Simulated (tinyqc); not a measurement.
Ellipsometry and reflectance of a transparent film on an absorbing substrate: one step of the calculation.

Air (index 1), film, substrate with N2 = n2 - i k2; time factor exp(+i w t). q_j = sqrt(N_j^2 - sin^2 th), root with positive real part. Fresnel coefficients r_s = (q_a - q_b)/(q_a + q_b), r_p = (N_b^2 q_a - N_a^2 q_b)/(N_b^2 q_a + N_a^2 q_b). tan(Psi) exp(i Delta) = R_p/R_s, Delta taken from 0 to 360 degrees.

Problem. Interface coefficients and thickness period. q0, q1, q2 and the coefficients r01 and r12 for p and s; the results repeat in d with the period lam/(2 q1).

Parameters, values chosen for the exercise; indices close to those of titanium dioxide on silicon:
- lam = 632.8 nm (wavelength)
- th = 70 degrees (angle of incidence)
- n1 = 2.389 (index of the transparent film)
- n2 = 3.882 (index of the substrate)
- k2 = 0.019 (extinction coefficient of the substrate)

Find: q0; q1; q2; r01,p; r01,s; r12,p; r12,s; period.

Solution.

q0 = 0.34202
q1 = 2.1964
q2 = 3.7666-0.0196i
r01,p = -0.058916
r01,s = -0.73053
r12,p = 0.21253-0.00219i
r12,s = -0.26332+0.00242i
period = 144.05 nm

tinyqc, about 0.01 s, one thread, Intel Xeon 2.30GHz (shared host): `OMP_NUM_THREADS=1 python tinyqc.py 2870157 2870158 out.jsonl`
